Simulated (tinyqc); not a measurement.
Strain, valley repopulation and piezoresistance in a many-valley conduction band: one step, computed by the program tinyqc. Command: `OMP_NUM_THREADS=1 python tinyqc.py 3011028 3011029 out.jsonl valleys walk`. One thread of a shared host (Intel(R) Xeon(R) Processor @ 2.30GHz), about 0.02 s of CPU time with the checks.

Valleys are ellipsoids with mass m_l along the axis a and m_t across it, parabolic, with one constant relaxation time; strain shifts the valleys and leaves the masses alone. Currents are taken along [111], along the load, and along [1-10], across the load.

Question. Strain. Compliances S11 = (C11 + C12)/((C11 - C12)(C11 + 2 C12)), S12 = -C12/((C11 - C12)(C11 + 2 C12)), S44 = 1/C44; stress sigma_ij = X n_i n_j for the unit vector n of the load; e_xx = S11 sigma_xx + S12 (sigma_yy + sigma_zz), e_xy = S44 sigma_xy/2 (tensor strain).

Inputs (values chosen for the exercise, modelled on germanium):
```
quantity,value,unit
C11,129,GPa
C12,48.2,GPa
C44,67.5,GPa
stress X (tension positive),300,MPa
```

Valley axes: <111> (4 valleys). Load: uniaxial [111].

Give: strain tensor.

Answer.

strain tensor (%):
```
,x,y,z
x,0.04437,0.07407,0.07407
y,0.07407,0.04437,0.07407
z,0.07407,0.07407,0.04437
```
